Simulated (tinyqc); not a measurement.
Energy and delay of logic against supply voltage: optimum supplies against the temperature.

One expression serves below and above threshold: I(Vg) = Ik [ln(1 + exp((Vg - VT + dd V)/(al nf Vt)))]^al, with I_on = I(V) and I_off = I(0). Gate delay td = kd C V/I_on, clock period LD td. Per gate and cycle the switching energy is act C V^2 and the leakage energy I_off V LD td. No short-circuit current, no variation. Minima are sought above 0.09 V; below a few Vt gates no longer switch and the model has no meaning.

V_min minimises the energy and V_EDP the product of energy and td. VT, Ik and nf are held fixed.

Inputs (values chosen for the exercise); values of the order met in logic technologies: threshold voltage at zero drain bias VT = 0.23 V; slope factor nf = 1.05; barrier lowering per volt of supply dd = 0.11; specific current of a gate Ik = 0.71 uA; exponent of the current law al = 1.64; load capacitance of a gate C = 0.69 fF; delay factor kd = 0.7; logic depth LD = 30; activity factor act = 0.02.

Constants: q = 1.602176634e-19 C, kB = 1.380649e-23 J/K, Vt = kB T/q. Results are converted to the units shown.

Optimum supplies against the temperature:
```
T (K),V_min (V),energy at V_min (aJ),leakage share (%),clock at V_min (MHz),V_EDP (V),clock at V_EDP (GHz)
220,0.1609,0.4926,27.43,19.72,0.4573,3.585
250,0.1834,0.6695,30.63,59.34,0.4586,2.925
280,0.2064,0.9091,35.33,126.9,0.4630,2.475
310,0.2297,1.239,41.25,213.6,0.4727,2.181
340,0.2530,1.696,47.91,304.8,0.4889,1.997
370,0.2757,2.320,54.77,387.5,0.5108,1.882
400,0.2973,3.158,61.37,453.9,0.5367,1.802
```

As T goes from 220 to 400, V_min rises from 0.161 to 0.297 V, the energy there rises from 0.493 to 3.16 aJ, the clock there rises from 19.7 to 454 MHz and V_EDP rises from 0.457 to 0.537 V.

tinyqc, about 0.01 s, one thread, Intel Xeon 2.30GHz (shared host): `OMP_NUM_THREADS=1 python tinyqc.py 2082195 2082196 out.jsonl`
